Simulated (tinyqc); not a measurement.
# Worked calculation: undoped symmetric double-gate MOSFET, analytic potential model

Numbers from tinyqc (`OMP_NUM_THREADS=1 python tinyqc.py 2440098 2440099 out.jsonl`; about 0.01 s on one thread of a shared Intel Xeon 2.30GHz). Printed values are rounded.

An undoped body of thickness ts between two equal insulators and tied gates; long channel, electrons only, n = ni exp((psi - V)/Vt) with V the quasi-Fermi potential (0 at the source, Vd at the drain), constant mobility, no quantisation. Across the body psi(x) = V - 2 Vt ln[(ts/(2 beta)) sqrt(q ni/(2 eps0 eps_r Vt)) cos(2 beta x/ts)], x from the centre. Q is the electron charge per area of the whole body.

Parameters, values chosen for the exercise; material values close to those of silicon:
```
symbol    value        unit                                             meaning
T           300           K                                         temperature
Eg         1.12          eV                                            band gap
eps_r      11.9                      relative permittivity of the semiconductor
Nc      2.79e19       cm^-3              conduction-band density of states at T
Nv       2.7e19       cm^-3                 valence-band density of states at T
eox         9.2                     relative permittivity of the gate insulator
tox           2          nm                                 insulator thickness
ts           15          nm                                      body thickness
dphi      -0.16           V  gate work function less that of the intrinsic body
mu          110  cm^2/(V s)                                    channel mobility
L           0.2          um                                         gate length
Vg         0.17           V                                        gate voltage
Vd          0.5           V                                       drain voltage
```

Constants: q = 1.602176634e-19 C, kB = 1.380649e-23 J/K, Vt = kB T/q, eps0 = 8.8541878128e-14 F/cm where lengths are in cm. Results are converted to the units shown.

## Constants of the body

ni = sqrt(Nc Nv) exp(-Eg/(2 Vt)), Eg in volts; r = eps_r tox/(eox ts); V0 = dphi + 2 Vt ln[(2/ts) sqrt(2 eps0 eps_r Vt/(q ni))].

ni = 1.073737e10 cm^-3
r = 0.1724638
V0 = 0.3013589 V

## Iteration 1: beta at the source by Newton steps in z = ln(tan beta)

z at the start = 0

With V = 0, t = exp(z), beta = arctan(t): f = ln(beta) + (1/2) ln(1 + t^2) + 2 r beta t - (Vg - V0)/(2 Vt); with c = t/(1 + t^2), df/dz = c/beta + t c + 2 r t (c + beta); z(new) = z - f/(df/dz).

beta = 0.7853982
f = 2.916510
df/dz = 1.579989
z after iteration 1 = -1.845905

## Iteration 2: beta at the source by Newton steps in z = ln(tan beta)

As before.

beta = 0.1565898
f = 0.7073077
df/dz = 1.024970
z after iteration 2 = -2.535981

## Course of the iteration: beta at the source by Newton steps in z = ln(tan beta)

Stop when z changes by less than 1e-11, or after 60 iterations.

Course of the iteration:

| iteration | z | \|change\| |
|---|---|---|
| 1 | -1.845905 | 1.85 |
| 2 | -2.535981 | 0.690 |
| 3 | -2.543745 | 7.76e-3 |
| 4 | -2.543745 | 3.78e-7 |
| 5 | -2.543745 | < 1e-12 |

Converged in 5 iterations. At the end the number of correct digits about doubles with each step.

## Charges and drain current

beta_s = 0.07841050
beta_d = 4.975290e-6

beta (between 0 and pi/2) solves (Vg - V0 - V)/(2 Vt) = ln(beta) - ln(cos beta) + 2 r beta tan(beta). Q = 8 eps0 eps_r Vt beta tan(beta)/ts; I = mu (1/L)(4 eps0 eps_r/ts)(2 Vt)^2 [g(beta_s) - g(beta_d)] per width, g = beta tan(beta) - beta^2/2 + r beta^2 tan^2(beta), with beta_s at V = 0 and beta_d at V = Vd.

Qs = 0.8950110 nC/cm^2
Qd = 3.596047e-9 nC/cm^2
g(beta_s) = 0.003093281
g(beta_d) = 1.237676e-11
I = 0.01277894 uA/um

The term r beta^2 tan^2(beta), which gives the square law, makes up 0.212 % of g at the source.

## Potential and electron density across the body at the source

| point | x/ts |
|---|---|
| 0 | 0 |
| 1 | 0.1 |
| 2 | 0.2 |
| 3 | 0.3 |
| 4 | 0.4 |
| 5 | 0.45 |
| 6 | 0.5 |

psi(x) as above with V = 0 and beta = beta_s; n = ni exp(psi/Vt).

| point | psi (V) | n (cm^-3) |
|---|---|---|
| 0 | 0.3297310 | 3.716511e15 |
| 1 | 0.3297374 | 3.717425e15 |
| 2 | 0.3297565 | 3.720169e15 |
| 3 | 0.3297883 | 3.724749e15 |
| 4 | 0.3298328 | 3.731173e15 |
| 5 | 0.3298599 | 3.735081e15 |
| 6 | 0.3298901 | 3.739454e15 |

The density at the surface is 1.01 times that at the centre (1/cos^2 beta).
